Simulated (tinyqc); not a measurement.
Inside a calculation. Model: scattering of inversion-layer electrons by surface optical phonons of the gate insulator (remote phonon scattering). Computed by tinyqc, a small Python program that keeps every step. Command: `OMP_NUM_THREADS=1 python tinyqc.py 3111924 3111925 out.jsonl sophonon walk`. One thread of a shared host (Intel(R) Xeon(R) Processor @ 2.30GHz), about 0.01 s of CPU time with the checks. Intermediate numbers are printed to about 6 digits and carried at full precision; extremes and crossings named in words are read from the listed rows.

One subband with the Fang-Howard envelope; insulator and channel are half-spaces, the gate is far away, and an interlayer only moves the polar surface away by t (its own modes and its permittivity contrast are left out).

Inputs (values chosen for the exercise, modelled on HfO2 on silicon):
```
quantity                                   value        unit
static constant of the insulator eps_0s     22.6           -
intermediate constant eps_i                 6.57           -
optical constant eps_inf                    4.99           -
hbar omega_TO1                              12.5         meV
hbar omega_TO2                              48.1         meV
constant of the channel eps_s               11.7           -
in-plane mass m                            0.196         m_0
valleys g_v                                    2           -
sheet density n                          7.3e+11      1/cm^2
mean distance of the electrons z0 = 3/b      1.7          nm
interlayer thickness t                       1.3          nm
temperature T                                400           K
electron energy E                            110         meV
mobility from other processes                390  cm^2/(V s)
```

Screening by the channel electrons: none.

Constants: k_B = 8.617333262e-05 eV/K; hbar^2/(2 m_0) = 3.80998212 eV angstrom^2; e^2/(4 pi eps_0) = 14.39964548 eV angstrom; hbar = 6.582119569e-16 eV s; e = 1.602176634e-19 C; m_0 = 9.1093837015e-31 kg.

## Surface modes and strengths

eps(w) = eps_inf + (eps_0s - eps_i) w1^2/(w1^2 - w^2) + (eps_i - eps_inf) w2^2/(w2^2 - w^2). Surface modes solve eps(w) + eps_s = 0, a quadratic in w^2; the strength of a mode is g = 2/(w d eps/dw). Occupation N = 1/(exp(hbar w/(k_B T)) - 1).

hbar omega_SO (meV): 1 17.0779, 2 50.4708

strengths g: 1 0.0249349, 2 0.0058267

occupations N: 1 1.55948, 2 0.30083

hbar omega g (2 N + 1) (meV): 1 1.75400, 2 0.47101

The lower mode has the larger hbar omega g N, the prefactor of absorption before the dependence on q: 0.664 and 0.0885 meV.

## The electron gas

Density of states D = g_v m/(pi hbar^2); eta = E_F/(k_B T) = ln(exp(n/(D k_B T)) - 1); screening wave number q_s = e^2 D/(2 eps_0 eps_avg) x 1/(1 + exp(-eta)), eps_avg = (eps_s + eps_inf)/2; b = 3/z0.

D = 1.63751e+14 1/(eV cm^2)

eta = -1.98001

q_s = 0.215384 1/nm

b = 1.76471 1/nm

## Squared matrix elements

For a mode of strength g, without the occupation factor, Area x |M(q)|^2 = e^2 hbar w g/(2 eps_0 q) x (b/(b + q))^6 exp(-2 q t).

Area x |M|^2 (meV^2 nm^2):
```
q (1/nm)  (b/(b + q))^6  exp(-2 q t)       mode 1       mode 2
0.05           0.845661     0.878095  5.72191e+04  3.95151e+04
0.10           0.718409     0.771052  2.13417e+04  1.47384e+04
0.20           0.525108     0.594521  6.01393e+03  4.15318e+03
0.30           0.389839     0.458406  2.29502e+03  1.58492e+03
0.50           0.223853     0.272532  4.70093e+02  3.24642e+02
0.80           0.106123     0.124930  6.38497e+01  4.40941e+01
1.20           0.044478     0.044157  6.30576e+00  4.35471e+00
```

## Rates at the energy E

Approximate momentum relaxation rate, taking tau v alike in the initial and final states: 1/tau = (m/(2 pi hbar^3)) sum over modes and over absorption (N, E' = E + hbar w) and emission (N + 1, E' = E - hbar w > 0) of [(1 - f(E'))/(1 - f(E))] int_0^(2 pi) Area |M(q)|^2 (1 - cos theta) d theta, q^2 = k^2 + k'^2 - 2 k k' cos theta, f the Fermi function; 48 midpoints in theta from 0 to pi.

rates (1/ps): mode 1 absorption 0.248552, mode 1 emission 0.512952, mode 2 absorption 0.020538, mode 2 emission 0.164789

tau at E = 1056.15 fs

## Mobility

mu = (e/m) int tau E f (1 - f) dE/(k_B T int f dE), by 300 midpoints from 0 to (max(eta, 0) + 14) k_B T; Matthiessen sum with the other processes.

remote-phonon mobility = 5921.27 cm^2/(V s)

total mobility = 365.900 cm^2/(V s)

loss of mobility = 6.17942 %

Caution: a relaxation time is only an approximation for inelastic scattering, and static or no screening brackets the true dynamic screening only roughly.

## What an interlayer buys

The formulas are those given above.

Against the interlayer thickness:
```
t (nm)  remote-phonon mobility (cm^2/(V s))  total (cm^2/(V s))
0.0                                  1232.3             296.243
0.3                                  1919.1             324.130
0.6                                  2832.6             342.802
1.0                                  4426.7             358.422
1.5                                  7068.5             369.607
2.0                                 10504.9             376.039
3.0                                 20168.6             382.602
```

1 nm of interlayer raises the remote-phonon mobility by a factor 3.59, as exp(2 q t) with an effective q of 0.64 per nm; between 2 and 3 nm the effective q is 0.33. The total goes from 296 to 358 over the first nanometre.

Checks made by the program: sum of strengths against 1/(eps_s + eps_inf) - 1/(eps_s + eps_0s) (relative difference below 1e-10).
